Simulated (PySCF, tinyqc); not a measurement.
A ladder of methods, and size consistency: correlation methods against full CI in the sto-6g basis, for H6, spin multiplicity 1. Computed by the program tinyqc with PySCF. All electrons correlated; +Q is the Davidson correction (1 - c0^2) E_corr. The last columns treat two copies 100 angstrom apart as one system. FCI is the lowest singlet.

Geometry (angstrom):
```
atom       x       y       z
H     0.0000  0.0000  0.0000
H     0.0000  0.0000  1.0280
H     0.0000  0.0000  2.0370
H     0.0000  0.0000  3.0650
H     0.0000  0.0000  4.0730
H     0.0000  0.0000  5.1010
```

RHF energy of one = -3.138897 hartree

Correlation energies (hartree):
```
method   E_corr of one  share of FCI (%)  E_corr of two at 100 angstrom  two minus twice one (mhartree)
MP2          -0.065897           61.3425                      -0.131793                          0.0000
CISD         -0.101894           94.8519                      -0.187235                         16.5529
CISD+Q       -0.111852          104.1218                      -0.215010                          8.6941
CCSD         -0.107013           99.6173                      -0.214026                          0.0000
CCSD(T)      -0.107508          100.0777                      -0.215015                          0.0000
FCI          -0.107424          100.0000                              -                               -
```

What does the comparison show, and why?

MP2 recovers 61 %, CISD 94.9 % and CCSD 99.6 % of the FCI value (c0^2 = 0.902 in CISD). MP2 and coupled cluster are size consistent, so their last column vanishes; CISD loses 16.55 mhartree, since a double excitation on each copy is a quadruple of the pair, and the Davidson correction leaves +8.69. The restricted reference is unstable here: a spin-polarised solution lies 0.0056 hartree lower (PySCF), so results built on it describe a poor reference.
